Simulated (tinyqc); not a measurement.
Precursor delivery by bubblers, mass-transport growth and the solid composition of a III-V alloy. Changing the group-V flow F_V. Computed by tinyqc, a small Python program. Command: `OMP_NUM_THREADS=1 python tinyqc.py 3028753 3028754 out.jsonl movpe_thermo sweep`. One thread of a shared host (Intel(R) Xeon(R) Processor @ 2.30GHz), about 0.01 s of CPU time with the checks.

1 sccm = 44.615 micromol/min; 1 torr = 133.322 Pa. The sources decompose fully at the surface.

Inputs (values chosen for the exercise, modelled on triethylgallium (source 1) and trimethylindium (source 2) for the vapour pressures): bath temperature T1 = 288 K; bath temperature T2 = 304 K; bubbler pressure p_b = 760 torr; carrier flow F1 = 17 sccm; carrier flow F2 = 120 sccm; total flow F_t = 25 slm; reactor pressure p = 40 torr; growth temperature T = 930 K; diffusivity at 273 K and 760 torr = 0.43 cm^2/s; flow cross-section A = 36 cm^2; distance from the leading edge z = 14 cm; lattice constant a = 5.87 angstrom; interaction L0 of the solid = 8.99 kJ/mol; log10 of p_B,eq over pure BC at 1000 K and 1 torr of group V (exaggerated: liquid indium has about -4.1) = -1.9 log10 torr; enthalpy of that equilibrium H = 350 kJ/mol.

Alloy: mixing on the group-III sites, with desorption of B.

constants a, b of source 1 (log10 torr, K): [8.096, 2162]

constants a, b of source 2 (log10 torr, K): [10.52, 3014]

Constants: k_B = 1.380649e-23 J/K; R = 8.314462618 J/(mol K).

Method:
- log10 p_v = a - b/T_bath; molar flow = F x 44.615 x p_v/(p_b - p_v) for a saturated bubbler.
- p_i = p n_i/(44615 F_t), F_t in slm; p_V = p F_V/(1000 F_t), counted per molecule supplied; V/III = 44.615 F_V/(n1 + n2); vapour fraction of source 2 = n2/(n1 + n2).
- Mean velocity u = (F_t/A)(760/p)(T/273); D = D0 (T/273)^1.75 (760/p); boundary layer delta = sqrt(pi D z/u); flux = D dp/(delta k_B T); growth rate = flux x a^3/4.
- A sticks fully. B desorbs: its surface pressure is p_B* = x gamma_B K/sqrt(p_V), ln gamma_B = L0 (1 - x)^2/(R T), K = 10^(log10 K at 1000 K) exp[-(H/R)(1/T - 1/1000)], p_V in torr. With equal diffusivities x = (p_2 - p_B*)/(p_1 + p_2 - p_B*). Growth rate = rate per torr x p_1/(1 - x).

One run for each value:
```
group-V flow F_V (sccm)  solid fraction x  share of B incorporated, 1 - p_B*/p_2  V/III ratio
17                                 0.1294                                 0.0203           23
32                                 0.2012                                 0.0344           44
60                                 0.3327                                 0.0680           82
110                                0.5312                                 0.1545          151
220                                0.7021                                 0.3215          302
410                                0.7767                                 0.4744          564
790                                0.8171                                 0.6092         1086
1500                               0.8391                                 0.7113         2062
```

Describe and explain the trends.

Over the rows, solid fraction x rises from 0.129 to 0.839 (exponent d ln y / d ln x 0.70 between the first rows and 0.041 between the last); share of B incorporated, 1 - p_B*/p_2 rises from 0.0203 to 0.711 (exponent d ln y / d ln x 0.83 between the first rows and 0.24 between the last); V/III ratio rises from 23.4 to 2060 (exponent d ln y / d ln x about 1.0 throughout). More group V lowers the equilibrium pressure of B as p_V^(-1/2) and so holds more B in the solid.

Caution (all rows): the boundary layer is a quarter or more of the root of the cross-section, so it fills much of the channel and depletion along the flow matters.

Extremes, crossings and ranges named in words are read from the listed rows.
